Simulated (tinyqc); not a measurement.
Size effects in the resistivity of thin metal films and interconnect lines: one step, computed by the program tinyqc. Command: `OMP_NUM_THREADS=1 python tinyqc.py 3010435 3010436 out.jsonl size walk`. One thread of a shared host (Intel(R) Xeon(R) Processor @ 2.30GHz), about 0.01 s of CPU time with the checks.

Electrons lose their drift at surfaces (a share 1 - p of the hits) and at grain boundaries (reflection R), besides bulk scattering. The line sits in a trench with a non-conducting liner on both walls and the bottom; the spacing equals the drawn width.

Question. Grain boundaries. Mayadas-Shatzkes: alpha = (lambda/D) R/(1 - R); rho_b/rho = 1 - 3 alpha/2 + 3 alpha^2 - 3 alpha^3 ln(1 + 1/alpha).

Inputs (values chosen for the exercise, modelled on ruthenium): bulk mean free path lambda = 6.57 nm; grain-boundary reflection R = 0.16.

Geometry: line.

grain size D = 111.8 nm

Give: alpha; rho/rho_b from grains.

Answer.

alpha = 0.01119

rho/rho_b from grains = 1.017

The linear estimate 1 + 3 alpha/2 gives 1.017, within 2 %.
